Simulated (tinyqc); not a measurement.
Changing the Sato parameter S: collinear exchange A + BC -> AB + C on a London-Eyring-Polanyi-Sato surface: saddle, string of images and rate. Computed by tinyqc, a small Python program. Command: `OMP_NUM_THREADS=1 python tinyqc.py 3111794 3111795 out.jsonl leps sweep`. One thread of a shared host (Intel(R) Xeon(R) Processor @ 2.30GHz), about 0.4 s of CPU time with the checks.

x = r(AB), y = r(BC), r(AC) = x + y. V is counted from separated atoms, the barrier from A + BC, that is V + D(BC).

Inputs (values chosen for the exercise, bond data loosely for abstraction of hydrogen from a Ge-H bond by a hydrogen atom; the barrier is not fitted):
```
quantity            value           unit
D(AB)                4.74             eV
r0(AB)              0.742       angstrom
beta(AB)             1.94     1/angstrom
D(BC)                3.78             eV
r0(BC)               1.53       angstrom
beta(BC)             1.45     1/angstrom
D(AC)                 3.7             eV
r0(AC)               1.53       angstrom
beta(AC)             1.45     1/angstrom
mass of A           1.008              u
mass of B           1.008              u
mass of C            72.6              u
temperature T         300              K
step of the string   0.01  angstrom^2/eV
```

Constants: nu for 1 eV/(angstrom^2 u) = 15.6333042 THz; h x 1 THz = 4.135667696 meV; k_B = 1.380649e-23 J/K; u = 1.6605390666e-27 kg; k_B = 8.617333262e-05 eV/K.

Method:
- For each pair, with u = exp(-beta (r - r0)): Q = D [(3 + S) u^2 - (2 + 6 S) u]/(4 (1 + S)), J = D [(1 + 3 S) u^2 - (6 + 2 S) u]/(4 (1 + S)); V = Q1 + Q2 + Q3 - sqrt(((J1 - J2)^2 + (J2 - J3)^2 + (J3 - J1)^2)/2).
- String of 9 images between the fixed ends (r0(AB) + 2, r0(BC)) and (r0(AB), r0(BC) + 2), started on the two straight legs through (r0(AB) + 0.3, r0(BC) + 0.3): each iteration moves the inner images by -step x gradient (central differences) and spaces them evenly again along the broken line (coordinates are kept between 0.2 and 8 angstrom); stop when no coordinate changes by more than 1e-5 angstrom, at most 400 iterations.
- From the highest inner image, z -> z - H^-1 g with gradient g and Hessian H by central differences, steps capped at 0.15 angstrom, 12 steps.
- Wilson matrix G = [[1/m_A + 1/m_B, -1/m_B], [-1/m_B, 1/m_B + 1/m_C]]; eigenvalues lambda of G H give nu = 15.6333042 THz x sqrt(|lambda|), the negative one being imaginary. Reactant: nu_BC from k = 2 D beta^2 and 1/m_B + 1/m_C. Skew angle: cos = sqrt(m_A m_C/((m_A + m_B)(m_B + m_C))).
- One-dimensional rate constant without tunnelling, k = sqrt(k_B T/(2 pi mu)) [sinh(h nu_BC/(2 k_B T))/sinh(h nu_s/(2 k_B T))] exp(-barrier/(k_B T)) with mu = m_A (m_B + m_C)/(m_A + m_B + m_C); Wigner factor 1 + (h nu_i/(k_B T))^2/24; adiabatic barrier = barrier + h (nu_s - nu_BC)/2.

One run for each value:
```
Sato parameter S  barrier (eV)  imaginary frequency (THz)  real frequency at the saddle (THz)  adiabatic barrier (eV)
0.020                  0.66284                     69.778                              28.499                 0.59252
0.057                  0.52106                     64.191                              29.318                 0.45243
0.093                  0.39102                     57.510                              30.340                 0.32450
0.130                  0.26710                     48.763                              32.003                 0.20402
0.170                  0.14713                     36.172                              35.719                 0.09173
0.200                  0.06961                     24.416                              41.603                 0.02638
```

Over the rows, barrier (eV) falls from 0.663 to 0.0696 (exponent d ln y / d ln x -0.23 between the first rows and -4.6 between the last); imaginary frequency (THz) falls from 69.8 to 24.4 (exponent d ln y / d ln x -0.080 between the first rows and -2.4 between the last); real frequency at the saddle (THz) rises from 28.5 to 41.6 (exponent d ln y / d ln x 0.027 between the first rows and 0.94 between the last).  Left out: 0.240 (the string and Newton steps reached no saddle at least 0.02 eV above both asymptotes).

Caution (rows 0.0200, 0.0570, 0.0930, 0.130, 0.170): the Wigner factor exceeds 2 at T: tunnelling, left out of k, is large and needs a better treatment than this factor.

Extremes, crossings and ranges named in words are read from the listed rows.
